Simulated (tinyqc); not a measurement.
Collinear exchange A + BC -> AB + C on a London-Eyring-Polanyi-Sato surface: saddle, string of images and rate. Changing the mass of B. Computed by tinyqc, a small Python program. Command: `OMP_NUM_THREADS=1 python tinyqc.py 3113193 3113194 out.jsonl leps sweep`. One thread of a shared host (Intel(R) Xeon(R) Processor @ 2.30GHz), about 0.2 s of CPU time with the checks.

x = r(AB), y = r(BC), r(AC) = x + y. V is counted from separated atoms, the barrier from A + BC, that is V + D(BC).

Inputs (values chosen for the exercise, bond data loosely for abstraction of hydrogen from a Si-H bond by a hydrogen atom; the barrier is not fitted):

| quantity | value | unit |
|---|---|---|
| D(AB) | 4.77 | eV |
| r0(AB) | 0.742 | angstrom |
| beta(AB) | 1.94 | 1/angstrom |
| D(BC) | 4.02 | eV |
| r0(BC) | 1.48 | angstrom |
| beta(BC) | 1.52 | 1/angstrom |
| D(AC) | 4.12 | eV |
| r0(AC) | 1.48 | angstrom |
| beta(AC) | 1.52 | 1/angstrom |
| Sato parameter S | 0.04 | - |
| mass of A | 1.008 | u |
| mass of C | 28.09 | u |
| temperature T | 500 | K |
| step of the string | 0.02 | angstrom^2/eV |

Constants: nu for 1 eV/(angstrom^2 u) = 15.6333042 THz; h x 1 THz = 4.135667696 meV; k_B = 1.380649e-23 J/K; u = 1.6605390666e-27 kg; k_B = 8.617333262e-05 eV/K.

Method:
- For each pair, with u = exp(-beta (r - r0)): Q = D [(3 + S) u^2 - (2 + 6 S) u]/(4 (1 + S)), J = D [(1 + 3 S) u^2 - (6 + 2 S) u]/(4 (1 + S)); V = Q1 + Q2 + Q3 - sqrt(((J1 - J2)^2 + (J2 - J3)^2 + (J3 - J1)^2)/2).
- String of 9 images between the fixed ends (r0(AB) + 2, r0(BC)) and (r0(AB), r0(BC) + 2), started on the two straight legs through (r0(AB) + 0.3, r0(BC) + 0.3): each iteration moves the inner images by -step x gradient (central differences) and spaces them evenly again along the broken line (coordinates are kept between 0.2 and 8 angstrom); stop when no coordinate changes by more than 1e-5 angstrom, at most 400 iterations.
- From the highest inner image, z -> z - H^-1 g with gradient g and Hessian H by central differences, steps capped at 0.15 angstrom, 12 steps.
- Wilson matrix G = [[1/m_A + 1/m_B, -1/m_B], [-1/m_B, 1/m_B + 1/m_C]]; eigenvalues lambda of G H give nu = 15.6333042 THz x sqrt(|lambda|), the negative one being imaginary. Reactant: nu_BC from k = 2 D beta^2 and 1/m_B + 1/m_C. Skew angle: cos = sqrt(m_A m_C/((m_A + m_B)(m_B + m_C))).
- One-dimensional rate constant without tunnelling, k = sqrt(k_B T/(2 pi mu)) [sinh(h nu_BC/(2 k_B T))/sinh(h nu_s/(2 k_B T))] exp(-barrier/(k_B T)) with mu = m_A (m_B + m_C)/(m_A + m_B + m_C); Wigner factor 1 + (h nu_i/(k_B T))^2/24; adiabatic barrier = barrier + h (nu_s - nu_BC)/2.

One run for each value:

| mass of B (u) | rate constant k (cm/s) | adiabatic barrier (eV) | imaginary frequency (THz) | skew angle (degrees) |
|---|---|---|---|---|
| 1.008 | 0.08902 | 0.5941 | 71.21 | 45.99 |
| 2.014 | 0.04052 | 0.6283 | 55.89 | 56.09 |
| 3.016 | 0.02950 | 0.6420 | 49.34 | 61.60 |
| 6.000 | 0.02031 | 0.6577 | 41.10 | 69.86 |
| 12.000 | 0.01610 | 0.6666 | 35.56 | 76.53 |
| 19.000 | 0.01455 | 0.6701 | 33.02 | 80.02 |

Describe the trends.

Over the rows, rate constant k (cm/s) falls from 0.0890 to 0.0146 (exponent d ln y / d ln x -1.1 between the first rows and -0.22 between the last); adiabatic barrier (eV) rises from 0.594 to 0.670 (exponent d ln y / d ln x 0.081 between the first rows and 0.011 between the last); imaginary frequency (THz) falls from 71.2 to 33.0 (exponent d ln y / d ln x -0.35 between the first rows and -0.16 between the last).

Caution (rows 1.01, 2.01): the Wigner factor exceeds 2 at T: tunnelling, left out of k, is large and needs a better treatment than this factor.

Extremes, crossings and ranges named in words are read from the listed rows.
